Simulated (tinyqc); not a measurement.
# Classical nucleation, growth and JMAK kinetics of crystallisation from a melt or glass, step by step

A worked calculation. Computed by tinyqc, a small Python program that keeps every step. Command: `OMP_NUM_THREADS=1 python tinyqc.py 3029630 3029631 out.jsonl nucl walk`. One thread of a shared host (Intel(R) Xeon(R) Processor @ 2.30GHz), about 0.01 s of CPU time with the checks. Intermediate numbers are printed to about 5 digits and carried at full precision; extremes and crossings named in words are read from the listed rows.

A spherical nucleus with a sharp interface of isotropic energy gamma; lambda = Omega^(1/3) is the jump distance.

Inputs (values chosen for the exercise, for a model substance): melting point T_m = 950 K; heat of melting per volume H = 1290 J/cm^3; interface energy gamma = 0.135 J/m^2; atomic volume Omega = 27.2 angstrom^3; temperature T = 529 K; diffusion prefactor D0 = 3.8e-06 m^2/s; activation energy Q = 1.62 eV; time t = 180 s.

Nucleation: homogeneous. Driving force: Turnbull (linear).

Constants: e = 1.602176634e-19 C; k_B = 1.380649e-23 J/K; k_B = 8.617333262e-05 eV/K.

## Critical nucleus

Driving force per volume: dG = H (T_m - T)/T_m. Shape factor f = 1. W(r) = f [4 pi r^2 gamma - (4/3) pi r^3 dG]; r* = 2 gamma/dG; W* = f 16 pi gamma^3/(3 dG^2); n* = f (4/3) pi r*^3/Omega.

driving force dG = 571.67 J/cm^3

shape factor f = 1

critical radius r* = 0.47230 nm

barrier W* = 0.78731 eV

atoms in the nucleus n* = 16.224

W*/(k_B T) = 17.271

W* equals n* Omega dG/2 = 0.787 eV. Caution: with under 20 atoms in the nucleus or a barrier under 10 k_B T the capillary model is only a guide.

## Steady nucleation rate

D = D0 exp(-Q/(k_B T)); attachment rate k+ = (A*/lambda^2) D/lambda^2 with A* = 4 pi r*^2; Zeldovich factor Z = sqrt(W*/(3 pi k_B T))/n*; sites per volume N = 1/Omega; I = N Z k+ exp(-W*/(k_B T)); lag time = 1/(4 pi Z^2 k+).

diffusivity D = 1.3998e-21 m^2/s

attachment rate k+ = 0.47967 1/s

Zeldovich factor Z = 0.083436

sites N = 3.6765e+28 1/m^3

nucleation rate I = 4.6460e+19 1/(m^3 s)

lag time = 23.831 s

A cube of edge 100 nm waits 22 s on average for its first nucleus. A rise of gamma by 5 % would change I by a factor of about exp(-W*/(k_B T) (1.05^3 - 1)) = 0.066.

## Growth velocity

Growth (Wilson-Frenkel): u = (D/lambda) [1 - exp(-dG Omega/(k_B T))]. D = D0 exp(-Q/(k_B T)).

growth velocity u = 4.1008e-12 m/s

## Fraction transformed and grain size

JMAK with steady nucleation and growth, nuclei spread at random: extended fraction X_e = (pi/3) I u^3 t^4, X = 1 - exp(-X_e); t_X = [-3 ln(1 - X)/(pi I u^3)]^(1/4); final grains per volume = Gamma(5/4) (3/pi)^(1/4) (I/u)^(3/4), Gamma(5/4) = 0.9064024771. Grain size = (grains per volume)^(-1/3).

extended fraction = 3.5221e-06

fraction X at t = 3.5221e-06

half time t_0.5 = 3791.2 s

grains per volume = 1.7497e+23 1/m^3

grain size = 0.017879 micrometre

t is 0.047 half times: nearly nothing has crystallised.

## Nose of the time-temperature curve

JMAK with steady nucleation and growth, nuclei spread at random: extended fraction X_e = (pi/3) I u^3 t^4, X = 1 - exp(-X_e); t_X = [-3 ln(1 - X)/(pi I u^3)]^(1/4); final grains per volume = Gamma(5/4) (3/pi)^(1/4) (I/u)^(3/4), Gamma(5/4) = 0.9064024771. The nose is the T between 0.3 and 0.97 T_m where I u^3 is largest; the time is for X = 1e-6, and the critical cooling rate is estimated as (T_m - T_nose)/t_nose.

nose temperature = 663.21 K

nose time = 2.7374 s

critical cooling rate = 104.77 K/s

The nose lies at 0.70 T_m. The melt vitrifies at modest cooling rates.

## Nucleation and growth against temperature

Grain size = (grains per volume)^(-1/3). Rows are kept where W*/(k_B T) < 70.

Rates:
```
T (K)  W*/(k_B T)  I (1/(m^3 s))     u (m/s)   t_0.5 (s)  grain size (micrometre)
475        15.110     7.4905e+18  7.6260e-14  1.1881e+05               1.0419e-02
522        16.935     4.0647e+19  2.5677e-12  5.5691e+03               1.6445e-02
570        19.674     5.2163e+19  4.9901e-11  5.6530e+02               3.2440e-02
618        23.772     1.0776e+19  5.9252e-10  1.3108e+02               8.9321e-02
665        29.979     1.7969e+17  4.5518e-09  7.9055e+01               4.1382e-01
712        40.151     4.2905e+13  2.5487e-08  1.7471e+02               5.1210e+00
760        59.022     1.4034e+06  1.1144e-07  4.2966e+03               5.5063e+02
```

Among these rows I peaks at 570 K, u at 760 K and the change is fastest at 665 K, between the two. Growth has no barrier W*, so it peaks nearer T_m than nucleation. The grain size goes as (u/I)^(1/4), from 0.010 micrometre at the lowest T to 550 at the highest. Caution: in the coldest rows the nucleus has under 20 atoms or the barrier is under 10 k_B T, where the capillary model and steady rates are only a guide.

Checks made by the program: r* and W* against a numerical maximum of W(r) (relative difference 1e-10).
